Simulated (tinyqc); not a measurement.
Arrhenius fit: deep-level transient spectroscopy (DLTS) of one majority-carrier trap. Computed by tinyqc, a small Python program. Command: `OMP_NUM_THREADS=1 python tinyqc.py 3001123 3001124 out.jsonl dlts walk`. One thread of a shared host (Intel(R) Xeon(R) Processor @ 2.30GHz), about 0.06 s of CPU time with the checks.

A filling pulse loads the traps in a one-sided junction; under reverse bias they empty at the rate e, and the capacitance relaxes as C(t) = C_0 - dC exp(-e t). The signal is S = [C(t_2) - C(t_1)]/dC.

Inputs (values chosen for the exercise, for a model semiconductor):

| quantity | value | unit |
|---|---|---|
| density-of-states mass m | 0.0414 | m_0 |
| valleys M | 1 | - |
| trap depth E_t | 0.166 | eV |
| cross-section sigma_0 | 5.1e-14 | cm^2 |
| degeneracy ratio g | 2 | - |
| gate time t_1 | 0.01 | s |
| ratio t_2/t_1 | 2 | - |
| dielectric constant eps | 19.5 | - |
| mean field F | 27000 | V/cm |

Carriers: electrons. Extra term: Poole-Frenkel lowering.

Constants: k_B = 8.617333262e-05 eV/K; k_B = 1.380649e-23 J/K; m_0 = 9.1093837015e-31 kg; h = 6.62607015e-34 J s; e = 1.602176634e-19 C; eps_0 = 8.8541878128e-12 F/m.

Method:
- e = g sigma v N_b exp(-E/k_B T), v = sqrt(3 k_B T/m), N_b = 2 M (2 pi m k_B T/h^2)^(3/2), sigma = sigma_0, E = E_t - dE with the one-dimensional Poole-Frenkel lowering dE = sqrt(e^3 F/(pi eps eps_0)), F being held as an input apart from the bias (the centre is charged when empty).
- S(e) = exp(-e t_1) - exp(-e t_2) peaks at the rate window e_0 = ln(t_2/t_1)/(t_2 - t_1).
- t_1 is scaled by 0.1, 0.3, 1, 3, 10 and 30 at fixed t_2/t_1; each T_p by bisection.
- Least squares of ln(e_0/T_p^2) on 1/(k_B T_p): slope -E_a, intercept ln(gamma sigma_a) with gamma = v N_b/T^2 = sqrt(3 k_B/m) 2 M (2 pi m k_B/h^2)^(3/2). For comparison, the slope of ln e_0 alone.

Arrhenius data:

| t_1 (s) | e_0 (1/s) | T_p (K) | 1/(k_B T_p) (1/eV) | ln(e_0/T_p^2) |
|---|---|---|---|---|
| 0.001 | 693.147 | 85.1094 | 136.348 | -2.34663 |
| 0.003 | 231.049 | 80.8263 | 143.573 | -3.34198 |
| 0.010 | 69.315 | 76.5823 | 151.530 | -4.43807 |
| 0.030 | 23.105 | 73.0659 | 158.823 | -5.44268 |
| 0.100 | 6.931 | 69.5520 | 166.847 | -6.54808 |
| 0.300 | 2.310 | 66.6177 | 174.196 | -7.56048 |

apparent depth E_a = 0.13776 eV

intercept = 16.437

gamma = 1.3482e+20 cm^-2 s^-1 K^-2

apparent cross-section = 1.0200e-13 cm^2

slope without T^2 = 0.15069 eV

What follows from these numbers?

The apparent depth is 0.1378 eV against E_t = 0.166 eV, and the apparent cross-section is 2.00 times sigma_0 (the degeneracy ratio): the field lowers the slope, so the depth must be extrapolated to zero field against sqrt(F). Leaving out the T^2 factor overstates the slope by 13 meV, about 2 k_B T_p.

Extremes, crossings and ranges named in words are read from the listed rows.
